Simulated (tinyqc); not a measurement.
# Resistance of a source-drain extension with a graded tip: effects of single changes

y runs along the channel, the gate covers y > 0. The doping is N0 for y < y0 and N0 10^(-(y - y0)/la) beyond, uniform over the depth xj. Sheet conductance s(y) = q mu(N) max(N - Nch, 0) xj + (for y > 0) ma Cox Vo, with mu(N) = u0 + (u1 - u0)/(1 + (N/Nr)^au) and Cox = eps0 eox/tox. Current is taken as one-dimensional; depletion of the tip, spreading and the contact are left out. The metallurgical junction lies at yj, where N = Nch.

Values chosen for this exercise; mobility law close to that of electrons in silicon: relative permittivity of the gate insulator (close to silicon dioxide) eox = 3.9; insulator thickness tox = 2.6 nm; active doping of the extension far from the gate N0 = 2e20 cm^-3; lateral abruptness la = 4.3 nm/decade; position under the gate where the fall begins (gate edge at 0) y0 = 1.7 nm; depth of the extension xj = 6 nm; channel doping Nch = 1.4e18 cm^-3; spacer length Ls = 24 nm; gate overdrive Vo = 0.69 V; mobility of the gate-induced layer ma = 120 cm^2/(V s); mobility at low doping u1 = 1414 cm^2/(V s); mobility at high doping u0 = 68.5 cm^2/(V s); reference doping Nr = 9.2e16 cm^-3; exponent au = 0.711; gate length Lg = 45 nm.

Constants: q = 1.602176634e-19 C, eps0 = 8.8541878128e-14 F/cm where lengths are in cm. Results are converted to the units shown.

Each table varies one quantity; the others keep the values above.

## Abruptness at a fixed junction position

R_spacer = integral of dy/s from -Ls to 0, R_ov from 0 to yj, R_channel = (Lg - 2 yj)/(ma Cox Vo), R_total = 2 R_spacer + 2 R_ov + R_channel. Electrical length L_eff = ma Cox dR_total/d(1/Vo); R_series = R_total - L_eff/(ma Cox Vo). y0 is moved with la so that yj stays at 10.966 nm.

The same in every row: yj (nm) = 10.97; R_channel (ohm um) = 209.8.

Abruptness at a fixed junction position:
```
la (nm/decade)	R_spacer (ohm um)	R_ov (ohm um)	R_total (ohm um)	L_eff (nm)	R_series (ohm um)
1	16.95	14.75	273.2	24.40	51.29
2.3	16.95	24.59	292.8	25.98	56.58
3.6	16.95	34.43	312.5	27.56	61.86
4.9	16.95	44.27	332.2	29.15	67.15
6.1	17.73	52.70	350.6	30.58	72.55
7.4	21.33	59.86	372.1	32.01	81.10
8.7	27.96	65.28	396.3	33.25	93.91
10	37.48	69.42	423.6	34.30	111.6
```

What does the table show?

As la goes from 1 to 10 nm/decade, R_total rises from 273 to 424 ohm um, R_spacer rises from 16.9 to 37.5 ohm um and R_ov rises from 14.8 to 69.4 ohm um. R_total changes on average by 16.7 ohm um for each nm/decade. L_eff exceeds the metallurgical length by 1.33 nm in the first row and 11.2 nm in the last, since the gate also controls the lightly doped tips.

## Effect of the depth of the extension

Same model as above.

The same in every row: yj (nm) = 10.97; R_channel (ohm um) = 209.8.

Effect of the depth of the extension:
```
xj (nm)	R_spacer (ohm um)	R_ov (ohm um)	R_total (ohm um)	L_eff (nm)	R_series (ohm um)
4	25.42	46.12	352.8	29.68	82.98
5.6	18.16	40.79	327.7	28.62	67.40
7.7	13.21	35.95	308.1	27.71	56.10
11	9.244	30.83	289.9	26.80	46.20
15	6.779	26.68	276.7	26.11	39.26
21	4.842	22.56	264.6	25.47	32.98
29	3.506	19.00	254.8	24.95	27.87
40	2.542	15.84	246.5	24.53	23.47
```

As xj goes from 4 to 40, R_total falls from 353 to 247 ohm um, L_eff falls from 29.7 to 24.5 nm and R_series falls from 83.0 to 23.5 ohm um.

Computed by the program tinyqc: `OMP_NUM_THREADS=1 python tinyqc.py 2282123 2282124 out.jsonl`, one thread of a shared Intel Xeon 2.30GHz, about 0.04 s for the whole run.
